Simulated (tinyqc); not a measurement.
n-type polysilicon, carrier trapping at grain boundaries: effect of the trap density of a grain boundary.

One-dimensional grains of size Lg, uniform ionised doping N, monovalent traps Qt at each boundary at a depth Et below (for electrons) or above (for holes) the band edge there, abrupt depletion of width W on each side of a boundary, Boltzmann statistics. xi is the distance from the band edge at the grain centre to the Fermi level. Trapped charge Qt/(1 + exp((xi + VB - Et)/Vt)) = 2 N W, barrier VB = q N W^2/(2 eps0 eps_r).

If the trap equation with xi = Vt ln(NB/N) has a root W < Lg/2, the grain is partly depleted; otherwise W = Lg/2 and the trap equation gives xi = Et - VB + Vt ln(Qt/(N Lg) - 1). N* = Qt/Lg. n0 = NB exp(-xi/Vt); mean density n0 (1 - 2 W/Lg) by charge balance in a partly depleted grain, and n0 (sqrt(pi)/2) erf(u)/u with u = sqrt(VB/Vt) in a fully depleted one; v = sqrt(kB T/(2 pi ms m0)); barrier resistivity Vt exp(VB/Vt)/(q fe n0 v Lg); grain resistivity (1 - 2 W/Lg)/(q n0 mug); effective mobility 1/(q mean density total resistivity). Rows with xi above 0.45 V, towards mid-gap, are left out, since the other carrier type is ignored.

Parameters, values chosen for the exercise; values of the order met in polycrystalline silicon: temperature T = 300 K; relative permittivity eps_r = 11.7; conduction-band density of states at T NB = 2.8e19 cm^-3; grain size Lg = 36 nm; depth of the trap level from the majority band edge at the boundary Et = 0.46 eV; mass for thermionic emission ms = 0.47 m0; correction factor of the emission rate fe = 0.5; mobility inside the grains mug = 55 cm^2/(V s); doping N = 1.9e18 cm^-3.

Constants: q = 1.602176634e-19 C, kB = 1.380649e-23 J/K, m0 = 9.1093837015e-31 kg, Vt = kB T/q, eps0 = 8.8541878128e-14 F/cm where lengths are in cm. Results are converted to the units shown.

The same in every row: xi (V) = 0.069551.

Effect of the trap density of a grain boundary:
columns A: Qt (cm^-2); B: N/N*; C: depleted share 2 W/Lg; D: VB (V); E: mean density (cm^-3); F: resistivity (ohm cm); G: effective mobility (cm^2/(V s))
```
A             B         C          D          E         F          G
2e11     34.200  0.029240  4.0700e-4  1.8444e18  0.070195     48.208
3.4e11   20.118  0.049708  0.0011762  1.8056e18  0.069342     49.852
5.7e11   12.000  0.083333  0.0033058  1.7417e18  0.068414     52.382
9.7e11   7.0515   0.14181  0.0095736  1.6306e18  0.068670     55.743
1.6e12   4.2750   0.23392   0.026048  1.4556e18  0.078688     54.494
2.8e12   2.4429   0.40935   0.079771  1.1222e18   0.29838     18.640
4.7e12   1.4553   0.68604    0.22405  5.9653e17    69.818    0.14986
8e12    0.85500   0.87272    0.36257  2.4183e17     14825  0.0017410
```

Read the table: what changes, and by how much?

As Qt goes from 2e11 to 8e12, VB rises from 4.07e-4 to 0.363 V, the resistivity goes from 0.0702 through a minimum of 0.0684 (at Qt = 5.7e11 among the rows listed) to 14800 ohm cm and the effective mobility goes from 48.2 through a maximum of 55.7 (at Qt = 9.7e11 among the rows listed) to 0.00174 cm^2/(V s). For Qt = 2e11, 3.4e11, 5.7e11, 9.7e11 VB is below Vt, where abrupt depletion and thermionic emission are rough. For Qt = 8e12 the grain is near the changeover between partial and full depletion, within a few Debye lengths, where both limits are rough. For Qt = 9.7e11 the effective mobility exceeds mug, since drift through the depleted part of the grain is left out.

Computed by the program tinyqc: `OMP_NUM_THREADS=1 python tinyqc.py 2830216 2830217 out.jsonl`, one thread of a shared Intel Xeon 2.30GHz, about 0.01 s for the whole run.
